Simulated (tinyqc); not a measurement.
Mobility of a non-polar semiconductor in the relaxation-time approximation. Which input was changed? Computed by tinyqc, a small Python program. Command: `OMP_NUM_THREADS=1 python tinyqc.py 3001719 3001720 out.jsonl rta which`. One thread of a shared host (Intel(R) Xeon(R) Processor @ 2.30GHz), about 0.2 s of CPU time with the checks.

Each valley is treated as a sphere of mass m_d for states and rates, with one isotropic relaxation time; the conductivity mass m_c sets the current.

Inputs (values chosen for the exercise, modelled on holes in silicon): longitudinal mass m_l = 0.497 m_0; transverse mass m_t = 0.497 m_0; equivalent valleys Z = 1; static permittivity eps_s = 11.7; density rho = 2329 kg/m^3; sound velocity v_l = 9210 m/s; acoustic deformation potential D_A = 5.1 eV; phonon energy hbar w = 62 meV; optical or intervalley deformation potential D_o = 8.8 1e8 eV/cm; final valleys Z_f = 1; carrier density n = 2.9e+15 1/cm^3; compensation ratio C = 0; temperature T = 400 K; alloy fraction x = 0.43; alloy potential U = 1.3 eV; lattice constant a = 5.47 angstrom.

Band: parabolic. Impurity formula: Conwell-Weisskopf. Further scattering: alloy.

Constants: k_B = 8.617333262e-05 eV/K; m_0 = 9.1093837015e-31 kg; e = 1.602176634e-19 C; hbar = 1.054571817e-34 J s; eps_0 = 8.8541878128e-12 F/m; k_B = 1.380649e-23 J/K; hbar = 6.582119569e-16 eV s.

Method:
- m_d = (m_l m_t^2)^(1/3); 1/m_c = (1/m_l + 2/m_t)/3; Hall mass factor A = 3 K_m (K_m + 2)/(2 K_m + 1)^2, K_m = m_l/m_t; N_I = n (1 + C)/(1 - C).
- Parabolic band: E = hbar^2 k^2/(2 m), speed v = hbar k/m, states per spin, volume and energy g(E) = m k/(2 pi^2 hbar^2). Here m = m_d. Masses are multiplied by m_0 and all formulas are in SI units.
- The reduced Fermi level eta = E_F/(k_B T) solves n = 2 Z int g f dE with f = 1/(1 + exp(x - eta)) (Z = 1 unless valleys are given); screening length L_s = sqrt(eps_s eps_0 k_B T/(e^2 dn/deta)), dn/deta = 2 Z int g f (1 - f) dE.
- Integrals over x = E/(k_B T) use 160 Gauss-Legendre points in u = sqrt(x) from 0 to sqrt(max(eta, 0) + 32).
- Phonon occupation N_q = 1/(exp(hbar w/(k_B T)) - 1).
- Acoustic deformation potential (elastic, equipartition, absorption and emission together): 1/tau = 2 pi k_B T D_A^2 g(E)/(hbar rho v_l^2).
- Optical or intervalley deformation potential: 1/tau = (pi Z_f D_o^2/(rho w)) [N_q g(E + hbar w) + (N_q + 1) g(E - hbar w)], with g = 0 below the band edge.
- Each optical term is multiplied by (1 - f(E'))/(1 - f(E)), E' the final energy, for Pauli blocking.
- Singly charged impurities, momentum relaxation: 1/tau = N_I e^4 m (1 + 2 alpha E) Phi/(8 pi (eps_s eps_0)^2 hbar^3 k^3), with alpha = 0 for a parabolic band.
- Conwell-Weisskopf: Phi = ln(1 + y^2), y = 4 pi eps_s eps_0 E N_I^(-1/3)/e^2 (largest impact parameter N_I^(-1/3)/2).
- Alloy disorder: 1/tau = (2 pi/hbar) Omega x (1 - x) U^2 g(E), Omega = a^3/4 (other conventions for Omega rescale U).
- mu = (m_d/m_c) (2 Z e/(3 n k_B T)) int g v^2 tau f (1 - f) dE.
- Averages over x are split at the emission threshold x_0 = hbar w/(k_B T): 64 Gauss-Legendre points in sqrt(x) below it and 128 in sqrt(x - x_0) above it, up to x = max(eta, 0) + 32.
- Rates are added at each energy before the average. With <y> = int g v^2 y f (1 - f) dE: Hall factor r_H = A (3 n k_B T/(2 Z m_d)) <tau^2/(1 + 2 alpha E)>/<tau>^2 (alpha = 0 for a parabolic band); Hall mobility r_H mu; |S| = (k_B/e) (<x tau>/<tau> - eta); resistivity 1/(n e mu).

Task: One of these inputs alone was changed, within the range given: transverse mass m_t (0.2485 to 0.994); sound velocity v_l (4605 to 1.842e+04); phonon energy hbar w (31 to 124); temperature T (200 to 800). Which one, and to what value?

Results:
```
run     acoustic mobility (cm^2/(V s))  ionised impurity mobility (cm^2/(V s))  Hall factor r_H
before                        1731.009                                211735.1         1.188578
after                         2651.748                                148607.3         1.181530
```

Result:

Each candidate set to reproduce acoustic mobility, and what it then gives:
```
candidate                      range searched  value needed  ionised impurity mobility (cm^2/(V s))  Hall factor r_H
transverse mass m_t (m_0)     0.2485 to 0.994        0.3864                              2.3186e+05           1.1792
sound velocity v_l (m/s)    4605 to 1.842e+04         11400                              2.1174e+05           1.1887
phonon energy hbar w (meV)          31 to 124     no effect                                       -                -
temperature T (K)                  200 to 800         301.0                              1.4861e+05           1.1815
```

Only temperature T fits every result: it went from 400 to 301 K. The next best candidate, sound velocity v_l, misses one result by 42 %.
